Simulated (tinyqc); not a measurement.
# Frequency dispersion of an accumulation capacitance by border traps, distributed model: what changes with what

Traps spread evenly through the insulator exchange electrons with the semiconductor by tunnelling, with tau(x) = t0 exp(2 ka x) at depth x from the interface. The admittance per area Y seen at depth x obeys dY/dx = -Y^2/(i w eps0 eox) + q Nb ln(1 + i w tau)/tau, with Y(0) = i w Cs and w = 2 pi f; the gate sees Y(tox) = G + i w C. Working variable y = Y/(i w), in uF/cm^2. Cox = eps0 eox/tox.

Inputs (values chosen for the exercise); permittivity close to that of silicon dioxide: relative permittivity of the insulator eox = 3.71; insulator thickness tox = 11 nm; semiconductor capacitance in accumulation Cs = 1.4 uF/cm^2; density of border traps Nb = 4.3e19 cm^-3 eV^-1; decay constant of the wave function in the insulator ka = 4 1/nm; time constant of a trap at the interface t0 = 1e-11 s; frequency f = 1000 Hz.

Constants: q = 1.602176634e-19 C, eps0 = 8.8541878128e-14 F/cm where lengths are in cm. Results are converted to the units shown.

Each table varies one quantity; the others keep the values above.

## Capacitance and loss against frequency

Cox; trap-free value 1/(1/Cox + 1/Cs); response depth d = ln(1/(w t0))/(2 ka), where w tau = 1; lumped estimate: all traps within d act as C_bt = q Nb d placed at d/2, so C = 1/{1/[1/(1/Cs + d/(2 eps0 eox)) + C_bt] + (tox - d/2)/(eps0 eox)}. C and G from a fine integration; dispersion -d C/d log10 f over C, from f times and over 1.1. For a broad spread of time constants G/w is close to -(pi/2) dC/d ln w.

The same in every row: trap-free C (uF/cm^2) = 0.2461.

Capacitance and loss against frequency:
```
f (Hz),d (nm),C (uF/cm^2),G/w (uF/cm^2),dispersion (% a decade),-(pi/2) dC/d ln w (uF/cm^2),lumped C (uF/cm^2)
10,2.648,0.3160,0.006037,2.798,0.006032,0.3018
100,2.361,0.3074,0.005731,2.731,0.005727,0.2958
1000,2.073,0.2992,0.005453,2.670,0.005449,0.2899
10000,1.785,0.2914,0.005202,2.615,0.005198,0.2839
1e5,1.497,0.2839,0.004976,2.567,0.004972,0.2779
1e6,1.209,0.2768,0.004775,2.527,0.004771,0.2719
1e7,0.9216,0.2699,0.004598,2.495,0.004594,0.2658
```

C falls from 0.3160 to 0.2699 uF/cm^2, towards the trap-free 0.2461; each decade of frequency removes ln 10/(2 ka) = 0.288 nm from the response depth. The dispersion falls from 2.80 to 2.50 % a decade and G/w falls from 0.00604 to 0.00460 uF/cm^2. G/w stays at 1.00 times -(pi/2) dC/d ln w, the relation for a broad spread of time constants.

## Effect of the density of border traps

Same model as above.

The same in every row: d (nm) = 2.073; trap-free C (uF/cm^2) = 0.2461.

Results:
```
Nb (cm^-3 eV^-1),C (uF/cm^2),G/w (uF/cm^2),dispersion (% a decade),-(pi/2) dC/d ln w (uF/cm^2),lumped C (uF/cm^2)
1e18,0.2485,3.522e-4,0.2075,3.518e-4,0.2482
6e18,0.2590,0.001776,1.005,0.001775,0.2572
1e19,0.2660,0.002614,1.440,0.002613,0.2631
3e19,0.2896,0.004819,2.438,0.004817,0.2824
7e19,0.3123,0.006109,2.864,0.006101,0.2997
2e20,0.3363,0.006895,3.001,0.006885,0.3160
4e20,0.3480,0.007271,3.059,0.007262,0.3222
```

Estimate the missing row, Nb = 2e18 cm^-3 eV^-1.

Computed row:
```
Nb (cm^-3 eV^-1),C (uF/cm^2),G/w (uF/cm^2),dispersion (% a decade),-(pi/2) dC/d ln w (uF/cm^2),lumped C (uF/cm^2)
2e18,0.2508,6.791e-4,0.3966,6.785e-4,0.2502
```

With this row back in the table: As Nb goes from 1e18 to 4e20, C rises from 0.249 to 0.348 uF/cm^2, the dispersion rises from 0.208 to 3.06 % a decade and G/w rises from 3.52e-4 to 0.00727 uF/cm^2. The lumped estimate is 0.12 % below C in the first row and 7.4 % below it in the last. The dispersion goes as Nb^(0.93) between the first two rows and Nb^(0.03) between the last two: dense traps near the interface screen those behind them.

tinyqc, about 0.7 s, one thread, Intel Xeon 2.30GHz (shared host): `OMP_NUM_THREADS=1 python tinyqc.py 2202098 2202099 out.jsonl`
